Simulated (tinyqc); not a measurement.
Dose and depth of a threshold implant.

Inverse problem. A sheet of D acceptors per cm^2 lies at depth xi inside the depleted layer of a body doped Na. In the depletion approximation VT = Vfb + f2 + q D/Cox + gamma sqrt(f2 + Vsb - q D xi/(eps0 eps_r)), gamma = sqrt(2 eps0 eps_r q Na)/Cox, Cox = eps0 eox/tox. Find gamma, D and xi.

Values chosen for this exercise; band and dielectric values close to those of silicon: relative permittivity eps_r = 11.7; acceptor density deep in the body Na = 1.6e16 cm^-3; relative permittivity of the gate insulator (close to silicon dioxide) eox = 3.9; insulator thickness tox = 1.8 nm; flat-band voltage Vfb = -0.72 V; band bending 2 phiF at threshold f2 = 0.716 V.

Constants: q = 1.602176634e-19 C, eps0 = 8.8541878128e-14 F/cm where lengths are in cm. Results are converted to the units shown.

VT against the source at Vsb = 0 and 1.3 V (V): 0.15898343  0.18195134

Answer. With y^2 = f2 - q D xi/(eps0 eps_r) and d the difference of the thresholds over gamma, sqrt(y^2 + Vsb) - y = d gives y = (Vsb - d^2)/(2 d). The first threshold then gives D, and y^2 gives xi.

gamma = 0.0380 V^0.5
D = 1.60e12 cm^-2
xi = 4.80 nm

Program tinyqc, `OMP_NUM_THREADS=1 python tinyqc.py 2080099 2080100 out.jsonl`; Intel Xeon 2.30GHz, shared host, one thread, about 0.3 s.
